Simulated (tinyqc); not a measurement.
Stretching all distances: RHF, UHF, MP2, CISD and CCSD against full CI in the sto-6g basis, for H6, spin multiplicity 1. Computed by the program tinyqc with PySCF. All coordinates are multiplied by the scale. c0^2 is the weight of the RHF determinant in the lowest singlet FCI state (UHF is spin-contaminated and may lie near states of higher spin) and n(LUMO) the first natural occupation beyond the occupied space.

Geometry (angstrom):

| atom | x | y | z |
|---|---|---|---|
| H | 0.0000 | 0.0000 | 0.0000 |
| H | 0.0000 | 0.0000 | 0.7710 |
| H | 0.0000 | 0.0000 | 1.7760 |
| H | 0.0000 | 0.0000 | 2.5470 |
| H | 0.0000 | 0.0000 | 3.5520 |
| H | 0.0000 | 0.0000 | 4.3230 |

Full CI energy (hartree) and errors against it (kcal/mol):

| scale | distance 1-2 (angstrom) | E(FCI) | RHF | UHF | MP2 | CISD | CCSD | <S^2> UHF | c0^2 | n(LUMO) |
|---|---|---|---|---|---|---|---|---|---|---|
| 0.8900 | 0.6862 | -3.264199 | 34.0413 | 34.0413 | 10.0942 | 0.5545 | 0.0678 | 0.0000 | 0.9711 | 0.0346 |
| 1.0700 | 0.8250 | -3.343361 | 44.8994 | 44.8994 | 15.2660 | 1.2543 | 0.1086 | 0.0000 | 0.9522 | 0.0528 |
| 1.2500 | 0.9637 | -3.313818 | 59.3077 | 59.3077 | 22.4952 | 2.7030 | 0.1820 | 0.0000 | 0.9232 | 0.0788 |
| 1.4300 | 1.1025 | -3.241537 | 78.1563 | 78.0135 | 32.3224 | 5.4974 | 0.2952 | 0.1004 | 0.8801 | 0.1154 |
| 1.6100 | 1.2413 | -3.157516 | 102.1844 | 87.2754 | 45.1535 | 10.4584 | 0.4372 | 0.9483 | 0.8202 | 0.1649 |
| 1.7900 | 1.3801 | -3.077244 | 131.7402 | 81.4438 | 61.0433 | 18.4718 | 0.5687 | 1.6130 | 0.7431 | 0.2286 |
| 1.9700 | 1.5189 | -3.008258 | 166.5331 | 67.4518 | 79.4662 | 30.1629 | 0.6262 | 2.0981 | 0.6532 | 0.3049 |
| 2.1500 | 1.6577 | -2.953321 | 205.5257 | 51.3430 | 99.2189 | 45.5661 | 0.5451 | 2.4287 | 0.5589 | 0.3899 |
| 2.3300 | 1.7964 | -2.912167 | 247.0749 | 36.7657 | 118.5687 | 64.0264 | 0.2810 | 2.6437 | 0.4694 | 0.4778 |

What does the comparison show, and why?

UHF parts from RHF first at scale 1.43 of those listed, where <S^2> leaves zero. The weight c0^2 goes from 0.97 to 0.47 and n(LUMO) from 0.03 to 0.48: static correlation grows as the bonds break into open-shell fragments. The spread of the error along the curve, which distorts its shape, is CCSD 0.6, UHF 53.2, CISD 63.5, MP2 108.5, RHF 213.0 kcal/mol.
